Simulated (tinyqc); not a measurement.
Elastic trap-assisted tunnelling through a dielectric: two steps of the calculation.

Emitter at x = 0 (Fermi level 0), collector at x = t (Fermi level -V), band edge U(x) = phi - F x, F = V/t. A trap at x has the energy E = U(x) - Et. With G(u) = (4/(3 F)) sqrt(mo/C) max(u, 0)^1.5, C = hbar^2/(2 m0): S1 = G(phi - E) - G(Et), S2 = G(Et) - G(phi - V - E), T1,2 = exp(-S1,2). The steady rate through one trap is nu T1 T2 (f1 - f2)/(T1 + T2), f1 = f(E), f2 = f(E + V), f(y) = 1/(1 + exp(y/Vt)); both contacts offer states at E.

Values chosen for this exercise; dielectric values close to those of silicon dioxide:
- T = 350 K (temperature)
- phi = 3.07 eV (barrier above the emitter Fermi level)
- mo = 0.51 m0 (tunnelling mass)
- t = 5.8 nm (thickness)
- Et = 2.73 eV (trap depth below the band edge of the dielectric)
- Nt = 5.4e17 cm^-3 (trap density)
- nu = 1e14 1/s (attempt frequency)
- n = 13 (points of the grid)
- V = 1.59 V (voltage)
- xa = 2.17 nm (left end of the grid)
- xb = 3.17 nm (right end of the grid)

Constants: q = 1.602176634e-19 C, kB = 1.380649e-23 J/K, hbar = 1.054571817e-34 J s, m0 = 9.1093837015e-31 kg, Vt = kB T/q, hbar^2/(2 m0) = 0.0380998212 eV nm^2. Results are converted to the units shown.

Question 1. Rate through a trap near the best position. n equally spaced x from xa to xb, where nearly all of the current flows; J = q Nt times the integral of the rate, by Simpson's rule.

Find: x; E; S1; S2; f1 - f2; rate; J.

Answer 1.

x, point 0 to 12 (nm): [2.170, 2.253, 2.337, 2.420, 2.503, 2.587, 2.670, 2.753, 2.837, 2.920, 3.003, 3.087, 3.170]
E, point 0 to 12 (eV): [-0.2549, -0.2777, -0.3006, -0.3234, -0.3463, -0.3691, -0.3919, -0.4148, -0.4376, -0.4605, -0.4833, -0.5062, -0.5290]
S1, point 0 to 12: [27.62, 28.73, 29.85, 30.97, 32.09, 33.22, 34.36, 35.49, 36.63, 37.78, 38.92, 40.08, 41.23]
S2, point 0 to 12: [39.60, 38.80, 37.99, 37.17, 36.35, 35.52, 34.69, 33.85, 33.01, 32.17, 31.31, 30.46, 29.59]
f1 - f2, point 0 to 12: [0.9998, 0.9999, 1.000, 1.000, 1.000, 1.000, 1.000, 1.000, 1.000, 1.000, 1.000, 1.000, 1.000]
rate, point 0 to 12 (1/s): [6.310e-4, 0.001413, 0.003178, 0.007176, 0.01612, 0.03396, 0.05005, 0.03225, 0.01199, 0.003909, 0.001245, 3.937e-4, 1.241e-4]
J = 1.159e-10 A/cm^2

Question 2. The best-placed trap against direct tunnelling. At x = xs: E, S1, S2 and the occupation (T1 f1 + T2 f2)/(T1 + T2). Direct tunnelling at E = 0 has S = (4/(3 F)) sqrt(mo/C) [phi^1.5 - max(phi - V, 0)^1.5].

xs = 2.67 nm

Wanted: E; S1; S2; occupation; S of direct tunnelling.

Answer 2.

E = -0.39195 eV
S1 = 34.357
S2 = 34.691
occupation = 0.58290
S of direct tunnelling = 63.680

Range of the model: Phonon-assisted (inelastic) capture, chains of traps and a spread of trap depths are left out.

Program tinyqc, `OMP_NUM_THREADS=1 python tinyqc.py 2370137 2370138 out.jsonl`; Intel Xeon 2.30GHz, shared host, one thread, about 0.05 s.
